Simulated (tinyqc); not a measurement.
Width of the well: optical transitions of a finite quantum well.

Each carrier sees a square well of width L with its own depth V and masses m (inside), mb (outside); c = hbar^2/2m0, k = sqrt(m E/c), kappa = sqrt(mb (V - E)/c), and level n solves k L + 2 atan[(k/m)/(kappa/mb)] = n pi. The envelope is cos(kz) for odd n and sin(kz) for even n inside, joins exp(-kappa (|z| - L/2)) outside, and is normalised to 1. Excitons and band mixing are left out.

Constants: hbar^2/2m0 = 3.80998211 eV angstrom^2; hc = 1239.841984 eV nm.

Parameters, chosen for this exercise (near those of a GaAs well in AlGaAs; shifted at random, so the results belong to these values and not to a real crystal): Eg = 1.51 eV (gap of the well); Vc = 0.316 eV (conduction offset); Vv = 0.178 eV (valence offset); me = 0.0689 m0 (electron, well); meb = 0.0994 m0 (electron, barrier); mh = 0.364 m0 (heavy hole along z, well); mhb = 0.409 m0 (heavy hole, barrier); ml = 0.0924 m0 (light hole along z, well); mlb = 0.1131 m0 (light hole, barrier); Ls = (24, 33, 46, 57, 70, 95, 121) angstrom (widths).

Edge wavelength hc/(Eg + e1 + hh1), squared e1-hh1 overlap, lh1 - hh1, and the 1-2 intersubband energy with f_12 = (m1/c) E12 z_12^2, 1/m1 = <1|1/m|1> (dash: e2 unbound).

Results:
```
L (angstrom)  edge (nm)  overlap^2  lh1 - hh1 (meV)  E12 (meV)   f_12
24                712.8     0.9368             48.7          -      -
33                738.4     0.9532             44.2          -      -
46                762.6     0.9669             35.5      217.5  0.708
57                775.9     0.9740             29.3      189.1  0.963
70                786.5     0.9797             23.5      151.2  0.983
95                798.7     0.9864             16.1      100.3  0.975
121               805.7     0.9904             11.5       69.7  0.969
```

The edge tunes from 713 to 806 nm, towards hc/Eg = 821 nm, while the overlap goes from 0.937 to 0.990. e2 binds at L = pi sqrt(c/(me Vc)) = 41.6 angstrom; f_12 starts from zero there and is 0.708 at 46 angstrom, the rest going to the continuum; among the widths listed it peaks at 0.983 (70 angstrom) and is 0.969 in the widest well, against 0.961 for hard walls.

Run: tinyqc, `OMP_NUM_THREADS=1 python tinyqc.py 1251266 1251267 out.jsonl`; Intel(R) Xeon(R) Processor @ 2.30GHz, one thread, shared host; about 0.2 s of CPU time with all checks.
